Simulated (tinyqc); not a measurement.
Comparisons within one model: defect-molecule model of a vacancy with Jahn-Teller distortion. A value that a table varies takes the place of the one given here.

Four dangling hybrids a, b, c, d point into the vacancy: H_ii = E0, and -gm between any two. A tetragonal distortion Q pairs a with b and c with d: those two couplings become -gm - I Q and the other four -gm + I Q/2, at an elastic cost k Q^2/2. The a1 level holds two electrons; charge states 2+, + and 0 put n = 0, 1, 2 more into the lowest level of t2 origin. Energy from the 2+ state at Q = 0, with the Fermi level mu counted from Ev: W_n(Q) = n (et - 2 I Q) + k Q^2/2 + Uc n (n - 1)/2 - n mu. et = E0 + gm is the undistorted t2 level.

Constants: kB = 8.617333262e-05 eV/K.

Inputs chosen for the exercise (of the size used for the vacancy in silicon; not measured data): E0 = -0.08 eV (level of a dangling hybrid, from Ev); gm = 0.37 eV (coupling between two dangling hybrids); I = 1.24 eV/angstrom (Jahn-Teller coupling); k = 16.4 eV/angstrom^2 (force constant of the mode); Uc = 0.33 eV (repulsion of two electrons in one orbital); T = 300 K (temperature); mu1 = -0.04 eV (first Fermi level).

## Occupation against the Fermi level

Weights g_n exp(-W_n/kT) with W_n = n et - n^2 E_JT + Uc n (n - 1)/2 - n mu, E_JT = 2 I^2/k, degeneracies 1, 6 (spin and three axes) and 3; mu = mu1 + 0.03 j eV.

Shares:

| mu (eV) | 2+ | + | 0 | mean charge |
|---|---|---|---|---|
| -0.04 | 0.9761 | 0.0237 | 0.0003 | 1.9758 |
| -0.01 | 0.9258 | 0.0716 | 0.0026 | 1.9231 |
| 0.02 | 0.7838 | 0.1935 | 0.0227 | 1.7611 |
| 0.05 | 0.4801 | 0.3782 | 0.1417 | 1.3384 |
| 0.08 | 0.1534 | 0.3856 | 0.4610 | 0.6924 |
| 0.11 | 0.0252 | 0.2024 | 0.7723 | 0.2529 |
| 0.14 | 0.0030 | 0.0757 | 0.9214 | 0.0816 |
| 0.17 | 0.0003 | 0.0251 | 0.9746 | 0.0257 |
| 0.20 | 0.0000 | 0.0080 | 0.9920 | 0.0081 |

U_eff = Uc - 2 E_JT = -0.045 eV and kT = 25.9 meV. The + state reaches at most 38.6 % on these rows, at mu = 0.08 eV. The mean charge goes from 1.98 to 0.01. Rows with mu < 0 lie in the valence band and are formal.

## When U turns negative

The force constant is varied. E_JT = 2 I^2/k, E(2+/+) = et - E_JT, E(+/0) = et - 3 E_JT + Uc, U_eff = Uc - 2 E_JT.

Against k:

| k (eV/angstrom^2) | E_JT (eV) | (2+/+) (eV) | (+/0) (eV) | U_eff (eV) | Q of the neutral state (angstrom) |
|---|---|---|---|---|---|
| 8 | 0.3844 | -0.0944 | -0.5332 | -0.4388 | 0.6200 |
| 12 | 0.2563 | 0.0337 | -0.1488 | -0.1825 | 0.4133 |
| 16 | 0.1922 | 0.0978 | 0.0434 | -0.0544 | 0.3100 |
| 24 | 0.1281 | 0.1619 | 0.2356 | 0.0737 | 0.2067 |
| 32 | 0.0961 | 0.1939 | 0.3317 | 0.1378 | 0.1550 |
| 48 | 0.0641 | 0.2259 | 0.4278 | 0.2019 | 0.1033 |
| 64 | 0.0481 | 0.2419 | 0.4758 | 0.2339 | 0.0775 |
| 96 | 0.0320 | 0.2580 | 0.5239 | 0.2659 | 0.0517 |

k at which U_eff = 0 = 18.64 eV/angstrom^2

Levels below 0 lie in the valence band. U_eff is negative for k below 4 I^2/Uc = 18.6: 3 of the 8 rows. The gain grows as n^2, so the second electron wins 3 E_JT where the first wins E_JT. For a stiff lattice the levels tend to et = 0.290 and et + Uc = 0.620 eV. Distortions above about 0.5 angstrom (1 of the rows) are beyond a linear coupling.

## What each parameter does

E_JT = 2 I^2/k, E(2+/+) = et - E_JT, E(+/0) = et - 3 E_JT + Uc, U_eff = E(+/0) - E(2+/+); a1 level E0 - 3 gm. Each row changes one parameter from the base and keeps the others.

Results:

| case | (2+/+) (eV) | (+/0) (eV) | U_eff (eV) | a1 (eV) |
|---|---|---|---|---|
| base | 0.1025 | 0.0575 | -0.0450 | -1.1900 |
| E0 = -0.03 eV | 0.1525 | 0.1075 | -0.0450 | -1.1400 |
| gm = 0.41 eV | 0.1425 | 0.0975 | -0.0450 | -1.3100 |
| I = 1.364 eV/angstrom | 0.0631 | -0.0607 | -0.1238 | -1.1900 |
| k = 18.04 eV/angstrom^2 | 0.1195 | 0.1086 | -0.0109 | -1.1900 |
| Uc = 0.39 eV | 0.1025 | 0.1175 | 0.0150 | -1.1900 |

The largest shifts from the base row, up to three for each result and ties (the steps differ in size, so this ranks the rows, not the parameters). (2+/+) (eV): E0 +0.0500, gm +0.0400, I -0.0394; unchanged at the printed digits by Uc. (+/0) (eV): I -0.1181, Uc +0.0600, k +0.0511. U_eff (eV): I -0.0788, Uc +0.0600, k +0.0341; unchanged at the printed digits by E0 and gm. a1 (eV): gm -0.1200, E0 +0.0500; unchanged at the printed digits by I, k and Uc. E0 and gm move both levels alike, so U_eff depends on I, k and Uc alone.

Computed by tinyqc, a small Python program: `OMP_NUM_THREADS=1 python tinyqc.py 1480402 1480403 out.jsonl` (the numbers bound the seed that draws the inputs); one thread of a shared host (Intel(R) Xeon(R) Processor @ 2.30GHz), about 0.01 s for the whole set of steps.
